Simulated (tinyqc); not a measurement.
From results back to parameters: spherical quantum dot. Two cases, with inputs chosen for the exercise.

Problem. The transition energy below was computed from a hidden radius.

Brus estimate with the correlation term of Kayanuma, both carriers between hard walls (the gap is indirect in the bulk, which the estimate ignores): E = Eg + c (pi/R)^2 (1/mw + 1/mh) - 1.786 q/(eps R) - 0.248 Ry*, with q = e^2/(4 pi eps0), Ry* = Ry mu/eps^2, 1/mu = 1/mw + 1/mh, a* = a0 eps/mu, c = hbar^2/2m0. It assumes R below about a*.

Constants: hbar^2/2m0 = 3.80998211 eV angstrom^2; e^2/(4 pi eps0) = 14.39964547 eV angstrom; Ry = 13.60569312 eV; a0 (Bohr radius) = 0.5291772105 angstrom; hc = 1239.841984 eV nm.

Find: E - Eg + 0.248 Ry*; R.

Method. With u = 1/R the formula is a quadratic A u^2 - B u - D = 0, A = c pi^2/mu, B = 1.786 q/eps, D = E - Eg + 0.248 Ry*; for D > 0 it has one positive root, R = 2A/(B + sqrt(B^2 + 4 A D)). Hard walls and parabolic bands overstate so large a shift, so a real dot of this energy is smaller.

Case 1.

Values chosen (near those of a Si dot in SiO2, with the mean mass 3/(2/mt + 1/ml) for all six valleys; shifted at random, so the results belong to these values and not to a real crystal): Eg = 1.127 eV (bulk gap); mw = 0.253 m0 (mass inside); mh = 0.34 m0 (hole mass); eps = 11.4 (dielectric constant inside).

E = 2.284675 eV

Solution.

E - Eg + 0.248 Ry* = 1.1614 eV
R = 14.0 angstrom

Case 2.

Values chosen (near those of a Si dot in SiO2, with the mean mass 3/(2/mt + 1/ml) for all six valleys; shifted at random, so the results belong to these values and not to a real crystal): Eg = 1.111 eV (bulk gap); mw = 0.253 m0 (mass inside); mh = 0.32 m0 (hole mass); eps = 11.4 (dielectric constant inside).

E = 2.005936 eV

Solution.

E - Eg + 0.248 Ry* = 0.8986 eV
R = 16.0 angstrom

Computed by tinyqc, one run a case: `OMP_NUM_THREADS=1 python tinyqc.py N N+1 out.jsonl` with N = 1282116, 1282185; one thread of a shared Intel(R) Xeon(R) Processor @ 2.30GHz, about 0.06 s a run at most.
